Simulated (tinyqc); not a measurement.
# Ion implantation: universal nuclear stopping, Lindhard-Scharff electronic stopping and a Gaussian range profile, step by step

A worked calculation. Computed by tinyqc, a small Python program that keeps every step. Command: `OMP_NUM_THREADS=1 python tinyqc.py 3011385 3011386 out.jsonl implant walk`. One thread of a shared host (Intel(R) Xeon(R) Processor @ 2.30GHz), about 0.07 s of CPU time with the checks. Intermediate numbers are printed to about 6 digits and carried at full precision; extremes and crossings named in words are read from the listed rows.

An ion slows by elastic collisions with screened nuclei and by friction with electrons; channelling is ignored and the target is uniform.

Inputs (values chosen for the exercise, modelled on silicon ions in diamond):

| quantity | value | unit |
|---|---|---|
| ion atomic number Z1 | 14 | - |
| ion mass M1 | 28 | u |
| target atomic number Z2 | 6 | - |
| target mass M2 | 12.01 | u |
| target density N | 176.3 | 1/nm^3 |
| ion energy E | 180 | keV |
| scale factor of electronic stopping k | 1.2 | - |
| dose Q | 2.8e+14 | 1/cm^2 |
| background C_B | 2.7e+15 | 1/cm^3 |
| displacement energy E_d | 40 | eV |
| anneal budget D t | 1.4e-12 | cm^2 |

Follow-up: anneal.

## Stopping at the entry energy

Reduced energy eps = 32.53 M2 E/(Z1 Z2 (M1 + M2)(Z1^0.23 + Z2^0.23)), E in keV; s_n = ln(1 + 1.1383 eps)/(2 (eps + 0.01321 eps^0.21226 + 0.19593 eps^0.5)) for eps up to 30 and ln(eps)/(2 eps) above; S_n = 8.462 Z1 Z2 M1 s_n/((M1 + M2)(Z1^0.23 + Z2^0.23)) in 1e-15 eV cm^2. S_e = k 3.83 Z1^(7/6) Z2/(Z1^(2/3) + Z2^(2/3))^(3/2) sqrt(E/M1) in 1e-15 eV cm^2, E in keV. dE/dx = N (S_n + S_e); 1e-15 eV cm^2 = 0.1 eV nm^2.

reduced energy eps = 6.25563

s_n = 0.154795

S_n = 23.0207 x 1e-15 eV cm^2

S_e = 55.2598 x 1e-15 eV cm^2

energy loss dE/dx = 1380.08 eV/nm

Electronic stopping carries 71 % of the loss at entry.

## Range and straggle

Path length R = int_0^E dE'/(N (S_n + S_e)); energy lost to nuclei nu = int_0^E S_n/(S_n + S_e) dE' (both with E' = E y^3 and 64 Gauss-Legendre points in y). Estimates of Lindhard type: R_p = R/(1 + M2/(3 M1)), straggle dR_p = (2/3) R_p sqrt(M1 M2)/(M1 + M2).

path length R = 144.987 nm

projected range R_p = 126.851 nm

straggle dR_p = 38.7600 nm

energy lost to nuclei nu = 88.8281 keV

49 % of the energy goes to nuclei over the whole path. Caution: the estimates of R_p and dR_p assume mainly nuclear stopping and an ion not much lighter than the target; here they are rough, and for light ions in heavy targets the straggle can be low by a factor of two or more.

## Gaussian profile

C(x) = C_p exp(-(x - R_p)^2/(2 dR_p^2)) with C_p = Q/(sqrt(2 pi) dR_p), 1 nm = 1e-7 cm; the profile falls to the background at x_j = R_p + dR_p sqrt(2 ln(C_p/C_B)); the peak atomic fraction is C_p/N.

peak concentration C_p = 2.88194e+19 1/cm^3

Depth x_j where C falls to C_B = 293.794 nm

peak atomic fraction = 1.63468e-04

## Damage

Kinchin-Pease count with efficiency 0.8: N_d = 0.8 nu/(2 E_d), taking all of nu as damage energy (an upper estimate, as recoils also lose energy to electrons). Spread over a depth R_p + dR_p, displacements per atom = Q N_d/(N (R_p + dR_p)).

displacements per ion N_d = 888.281

displacements per atom = 0.0851859

One displacement per atom would need a dose of 3.3e15 per cm^2 if no defects annealed.

## Anneal

Far from the surface a Gaussian stays Gaussian: sigma^2 = dR_p^2 + 2 D t; peak Q/(sqrt(2 pi) sigma); x_j = R_p + sigma sqrt(2 ln(peak/C_B)).

width sigma = 42.2177 nm

peak after the anneal = 2.64590e+19 1/cm^3

x_j after the anneal = 307.847 nm

x_j moves by 14.1 nm.

## Nuclear against electronic stopping over energy

The formulas are those given above.

Stopping (1e-15 eV cm^2) and range:

| E (keV) | eps | S_n | S_e | R (nm) | nu/E |
|---|---|---|---|---|---|
| 1 | 3.47535e-02 | 37.1033 | 4.1188 | 2.424 | 0.911381 |
| 2 | 6.95070e-02 | 44.0071 | 5.8249 | 3.660 | 0.901298 |
| 5 | 1.73768e-01 | 50.7297 | 9.2100 | 6.715 | 0.878713 |
| 10 | 3.47535e-01 | 52.3348 | 13.0249 | 11.208 | 0.850646 |
| 20 | 6.95070e-01 | 49.7819 | 18.4199 | 19.656 | 0.807228 |
| 50 | 1.73768e+00 | 40.3539 | 29.1245 | 44.320 | 0.712783 |
| 100 | 3.47535e+00 | 30.8512 | 41.1882 | 84.490 | 0.605229 |
| 200 | 6.95070e+00 | 21.7240 | 58.2489 | 159.325 | 0.472401 |
| 500 | 1.73768e+01 | 12.3837 | 92.0997 | 344.391 | 0.295029 |

Nuclear stopping peaks near 10 keV among these rows (eps = 0.35; the universal curve peaks near 0.3). Electronic stopping overtakes it between 50 and 100 keV. The path length grows as E^0.59 at the low end and E^0.84 at the high end; constant stopping would give E^1, and stopping that rises with E, be it nuclear (below its peak) or electronic, gives a lower exponent.

Checks made by the program: range against adaptive quadrature (relative difference 2e-06).
